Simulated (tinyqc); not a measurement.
Inside a calculation. Method: RKS/exchange-only LDA in the 6-311g basis, for H2, spin multiplicity 1. One step of it, computed by the program tinyqc.

Task: Orthogonalisation. S = U s U^T; symmetric (Loewdin) form X = U s^(-1/2) U^T, so that X^T S X = 1.

overlap S, order 1H 1s, 1H 2s, 1H 3s, 2H 1s, 2H 2s, 2H 3s:
$$\begin{pmatrix}
1.000000 & 0.706377 & 0.373664 & 0.063231 & 0.231017 & 0.248008 \\
0.706377 & 1.000000 & 0.788963 & 0.231017 & 0.494615 & 0.562956 \\
0.373664 & 0.788963 & 1.000000 & 0.248008 & 0.562956 & 0.800938 \\
0.063231 & 0.231017 & 0.248008 & 1.000000 & 0.706377 & 0.373664 \\
0.231017 & 0.494615 & 0.562956 & 0.706377 & 1.000000 & 0.788963 \\
0.248008 & 0.562956 & 0.800938 & 0.373664 & 0.788963 & 1.000000
\end{pmatrix}$$

Give: eigenvalues of S; X.

Result:

eigenvalues of S: [0.0533, 0.1311, 0.2966, 0.7282, 1.2913, 3.4994]

X, order 1H 1s, 1H 2s, 1H 3s, 2H 1s, 2H 2s, 2H 3s:
$$\begin{pmatrix}
1.3754 & -0.7513 & 0.2096 & 0.0436 & 0.0123 & -0.0495 \\
-0.7513 & 2.1617 & -1.0337 & 0.0123 & -0.3213 & 0.2336 \\
0.2096 & -1.0337 & 2.2197 & -0.0495 & 0.2336 & -1.0113 \\
0.0436 & 0.0123 & -0.0495 & 1.3754 & -0.7513 & 0.2096 \\
0.0123 & -0.3213 & 0.2336 & -0.7513 & 2.1617 & -1.0337 \\
-0.0495 & 0.2336 & -1.0113 & 0.2096 & -1.0337 & 2.2197
\end{pmatrix}$$
